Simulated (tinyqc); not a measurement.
Schottky diode by the thermionic emission-diffusion theory: two steps of the calculation.

Metal on an n-type semiconductor with one parabolic valley; V > 0 is forward bias (metal positive). The band bends as a parabola over the depletion layer, by Vd = Vbi - V; no image force. Carriers drift and diffuse up to the interface and leave it with the velocity vR.

Values chosen for this exercise; band and dielectric values those of a made-up semiconductor: temperature T = 200 K; electron mass me = 0.0867 m0; barrier height seen from the metal phi = 0.47 eV; donor density Nd = 1.3e15 cm^-3; bias V = 0.19 V.

Constants: q = 1.602176634e-19 C, kB = 1.380649e-23 J/K, h = 6.62607015e-34 J s, m0 = 9.1093837015e-31 kg, Vt = kB T/q. Results are converted to the units shown.

Question 1. Emission velocity. A* = 4 pi q me m0 kB^2/h^3 (times 1e-4 for A/(cm^2 K^2)); Nc = 2 (2 pi me m0 kB T/h^2)^1.5 (times 1e-6 for cm^-3); Vbi = phi - Vt ln(Nc/Nd); vR = A* T^2/(q Nc).

Wanted: A*; Nc; Vbi; vR.

Answer 1.

A* = 10.42 A/(cm^2 K^2)
Nc = 3.487e17 cm^-3
Vbi = 0.3736 V
vR = 7.460e6 cm/s

vR equals sqrt(kB T/(2 pi me m0)).

Question 2. Current density. J = q Nc [vR vD/(vR + vD)] exp(-phi/Vt) [exp(V/Vt) - 1]. The quasi-Fermi level drops by Vt ln[(vR + vD)/(vD + vR exp(-V/Vt))] over the layer.

Nc = 3.4870949e17 cm^-3
vR = 7.4595505e6 cm/s
vD = 4.7983019e7 cm/s

Find: effective velocity; J; J over the pure emission value; drop of the quasi-Fermi level over the layer.

Answer 2.

effective velocity = 6.456e6 cm/s
J = 0.03173 A/cm^2
J over the pure emission value = 0.8655
drop of the quasi-Fermi level over the layer = 2.490 meV

Emission limits the current: vD is more than five times vR.

Program tinyqc, `OMP_NUM_THREADS=1 python tinyqc.py 2640132 2640133 out.jsonl`; Intel Xeon 2.30GHz, shared host, one thread, about 0.01 s.
